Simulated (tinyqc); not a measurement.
Inside a calculation. Method: RHF in the sto-3g basis, for HeH+, spin multiplicity 1. Computed by tinyqc, a small Python program that keeps every step (integrals from PySCF). Settings: charge = 1, multiplicity = 1, basis = sto-3g, energy threshold = 1e-10, iteration cap = 73, orthogonalisation = symmetric, start = highest core orbitals, DIIS depth = 0, damping = 0.3, method = RHF. Command: `OMP_NUM_THREADS=1 python tinyqc.py 28704 28705 out.jsonl` (the two numbers bound the seeds that draw the settings). One thread of a shared host (Intel(R) Xeon(R) Processor @ 2.60GHz), about 0.05 s of CPU time with the checks. Later iterations appear only in the table of the cycle.

## One-electron integrals

Geometry (angstrom):
```
atom         x         y         z
He    0.000000  0.000000  0.000000
H     0.000000  0.000000  1.088000
```

Basis sto-3g: exponents (1/bohr^2) and contraction coefficients of normalised primitives:
```
element  l (shell)  exponent  coefficient
He           s (1)  6.362421     0.154329
He           s (1)  1.158923     0.535328
He           s (1)  0.313650     0.444635
H            s (1)  3.425251     0.154329
H            s (1)  0.623914     0.535328
H            s (1)  0.168855     0.444635
```

Overlap, kinetic and nuclear-attraction integrals over the contracted functions; the nuclear repulsion is the sum of Za Zb / Rab.

nuclear repulsion = 0.97275223 hartree

overlap S, order 1He 1s, 2H 1s:
```
[[1.000000, 0.343096],
 [0.343096, 1.000000]]
```

kinetic energy T (hartree), order 1He 1s, 2H 1s:
```
[[1.411763, 0.052398],
 [0.052398, 0.760032]]
```

nuclear attraction V (hartree), order 1He 1s, 2H 1s:
```
[[-3.827768, -0.896701],
 [-0.896701, -2.178222]]
```

core Hamiltonian H = T + V (hartree), order 1He 1s, 2H 1s:
```
[[-2.416005, -0.844303],
 [-0.844303, -1.418190]]
```

## Two-electron integrals

Functions are numbered as in S; the eight-fold symmetry (ij|kl) = (ji|kl) = (kl|ij) leaves the list below.

Two-electron integrals (ij|kl) in chemists' order, unique and non-zero (hartree):
```
(11|11) 1.055713   (21|11) 0.259175   (21|21) 0.084086   (22|11) 0.463835
(22|21) 0.206229   (22|22) 0.774606
```

## Orthogonalisation

S = U s U^T; symmetric (Loewdin) form X = U s^(-1/2) U^T, so that X^T S X = 1.

eigenvalues of S: [0.656904, 1.343096]

X, order 1He 1s, 2H 1s:
```
[[1.048342, -0.185470],
 [-0.185470, 1.048342]]
```

## Starting guess

The start is the highest orbitals of the core Hamiltonian (a deliberately bad start); D = 2 C_occ C_occ^T.

D at the start, order 1He 1s, 2H 1s:
```
[[0.288123, -0.808081],
 [-0.808081, 2.266375]]
```

## Iteration 1: building the Fock matrix

J_ij = sum D_kl (ij|kl), K_ij = sum D_kl (ik|jl); F = H + J - 0.5 K; E = tr D H + tr D J / 2 - 0.25 tr D K + E_nn.

Coulomb J (hartree), order 1He 1s, 2H 1s:
```
[[0.936531, 0.406171],
 [0.406171, 1.555889]]
```

exchange K (hartree), order 1He 1s, 2H 1s:
```
[[0.075875, 0.099303],
 [0.099303, 1.446475]]
```

Fock matrix F (hartree), order 1He 1s, 2H 1s:
```
[[-1.517412, -0.487783],
 [-0.487783, -0.585538]]
```

total energy of this density = -0.78806817 hartree

This density is the starting one.

## Iteration 1: diagonalisation and new density

Diagonalise F' = X^T F X, C = X C', fill 1 alpha and 1 beta electrons from the bottom; D = 2 C_occ C_occ^T; the new density keeps 0.3 of the old one (damping). Each column has its largest component positive (the first on a tie).

F' = X^T F X (hartree):
```
[[-1.498125, -0.143975],
 [-0.143975, -0.506031]]
```

orbital energies (hartree): [-1.518596, -0.485560]

coefficients C, order 1He 1s, 2H 1s:
```
[[1.011794, -0.331200],
 [-0.036045, 1.064012]]
```

D after iteration 1, order 1He 1s, 2H 1s:
```
[[1.519654, -0.293483],
 [-0.293483, 0.681731]]
```

## Iteration 2: building the Fock matrix

As before.

Coulomb J (hartree), order 1He 1s, 2H 1s:
```
[[1.768402, 0.485094],
 [0.485094, 1.111893]]
```

exchange K (hartree), order 1He 1s, 2H 1s:
```
[[1.509515, 0.373644],
 [0.373644, 0.534805]]
```

Fock matrix F (hartree), order 1He 1s, 2H 1s:
```
[[-1.402360, -0.546031],
 [-0.546031, -0.573700]]
```

total energy of this density = -2.19947232 hartree

This density is a damped mixture and is not idempotent.

## Iteration 2: diagonalisation and new density

As before.

F' = X^T F X (hartree):
```
[[-1.348622, -0.234666],
 [-0.234666, -0.466412]]
```

orbital energies (hartree): [-1.407159, -0.407875]

coefficients C, order 1He 1s, 2H 1s:
```
[[0.972284, -0.433686],
 [0.073775, 1.062063]]
```

D after iteration 2, order 1He 1s, 2H 1s:
```
[[1.779367, 0.012377],
 [0.012377, 0.212139]]
```

## Iteration 22 (converged): orbitals

converged F (hartree), order 1He 1s, 2H 1s:
```
[[-1.401067, -0.651094],
 [-0.651094, -0.604270]]
```

Diagonalise F' = X^T F X, C = X C', fill 1 alpha and 1 beta electrons from the bottom; D = 2 C_occ C_occ^T. Each column has its largest component positive (the first on a tie).

F' = X^T F X (hartree):
```
[[-1.307397, -0.348054],
 [-0.348054, -0.459109]]
```

orbital energies (hartree): [-1.431923, -0.334582]

coefficients C, order 1He 1s, 2H 1s:
```
[[0.924589, -0.527783],
 [0.178524, 1.049547]]
```

D after iteration 22, order 1He 1s, 2H 1s:
```
[[1.709730, 0.330123],
 [0.330123, 0.063742]]
```

## Convergence

Stop when the energy changes by less than 1e-10 hartree and every element of the error matrix X^T (F D S - S D F) X is below 3e-06.

Course of the cycle:
```
iteration  E (hartree)     change  largest element of the error matrix
1          -0.78806817          -                             9.94e-02
2          -2.19947232  -1.41e+00                             1.10e-01
3          -2.63816305  -4.39e-01                             1.25e-01
4          -2.78113480  -1.43e-01                             8.86e-02
5          -2.82730509  -4.62e-02                             5.08e-02
6          -2.84191052  -1.46e-02                             2.61e-02
7          -2.84645056  -4.54e-03                             1.26e-02
8          -2.84784452  -1.39e-03                             5.90e-03
9          -2.84826902  -4.25e-04                             2.70e-03
10         -2.84839762  -1.29e-04                             1.22e-03
11         -2.84843644  -3.88e-05                             5.49e-04
12         -2.84844813  -1.17e-05                             2.45e-04
13         -2.84845165  -3.52e-06                             1.09e-04
14         -2.84845271  -1.06e-06                             4.83e-05
15         -2.84845302  -3.17e-07                             2.14e-05
16         -2.84845312  -9.53e-08                             9.45e-06
17         -2.84845315  -2.86e-08                             4.18e-06
18         -2.84845316  -8.58e-09                             1.85e-06
19         -2.84845316  -2.58e-09                             8.15e-07
20         -2.84845316  -7.73e-10                             3.60e-07
21         -2.84845316  -2.32e-10                             1.59e-07
22         -2.84845316  -6.96e-11                             7.02e-08
```

PySCF RHF in the same basis = -2.84845316 hartree

Converged in 22 iterations.

## Populations, bond orders and dipole

Mulliken: Z minus the diagonal of D S on the atom; Loewdin: the same with S^(1/2) D S^(1/2); Mayer order: 2 sum_s sum (D(s) S)_ij (D(s) S)_ji over the two atoms.

Charges (e):
```
atom  Mulliken   Loewdin
1He   0.177006  0.226961
2H    0.822994  0.773039
```

Mayer bond orders:
```
pair     order
2-1   0.322680
```

dipole moment about the origin, x y z (debye): [0.000000, 0.000000, 4.424536]
